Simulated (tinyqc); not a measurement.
Stretching all distances: RHF, UHF, MP2, CISD and CCSD against full CI in the sto-3g basis, for BeH2, spin multiplicity 1. Computed by the program tinyqc with PySCF. All coordinates are multiplied by the scale. c0^2 is the weight of the RHF determinant in the lowest singlet FCI state (UHF is spin-contaminated and may lie near states of higher spin) and n(LUMO) the first natural occupation beyond the occupied space.

Geometry (angstrom):
```
atom       x        y       z
Be    0.0000   0.0000  0.0000
H     0.0000   1.2790  0.0000
H     0.0000  -1.2790  0.0000
```

Full CI energy (hartree) and errors against it (kcal/mol):
```
scale  distance 1-2 (angstrom)     E(FCI)      RHF     UHF     MP2    CISD   CCSD  <S^2> UHF   c0^2  n(LUMO)
0.890                    1.138  -15.56604   17.893  17.893   5.546   0.320  0.186      0.000  0.980    0.018
1.030                    1.317  -15.59525   21.638  21.638   7.228   0.462  0.243      0.000  0.973    0.028
1.170                    1.496  -15.57671   27.372  27.372   9.932   0.770  0.367      0.000  0.960    0.044
1.310                    1.675  -15.53563   35.413  35.413  13.910   1.384  0.613      0.000  0.939    0.072
1.580                    2.021  -15.44059   59.346  50.388  26.559   4.520  1.916      0.665  0.856    0.188
1.720                    2.200  -15.39766   77.370  43.865  36.624   7.991  3.368      1.049  0.774    0.309
1.860                    2.379  -15.36575  100.208  35.304  49.799  12.809  4.854      1.220  0.648    0.495
2.000                    2.558  -15.34727  127.809  30.099  65.630  16.894  4.518      1.281  0.493    0.711
```

Estimate the missing row, scale = 1.44.

Computed row:
```
scale  distance 1-2 (angstrom)     E(FCI)     RHF     UHF     MP2   CISD   CCSD  <S^2> UHF   c0^2  n(LUMO)
1.440                    1.842  -15.48980  45.373  45.373  19.053  2.453  1.047      0.000  0.908    0.114
```

UHF parts from RHF first at scale 1.58 of those listed, where <S^2> leaves zero. The weight c0^2 goes from 0.98 to 0.49 and n(LUMO) from 0.02 to 0.71: static correlation grows as the bonds break into open-shell fragments. The spread of the error along the curve, which distorts its shape, is CCSD 4.7, CISD 16.6, UHF 32.5, MP2 60.1, RHF 109.9 kcal/mol.
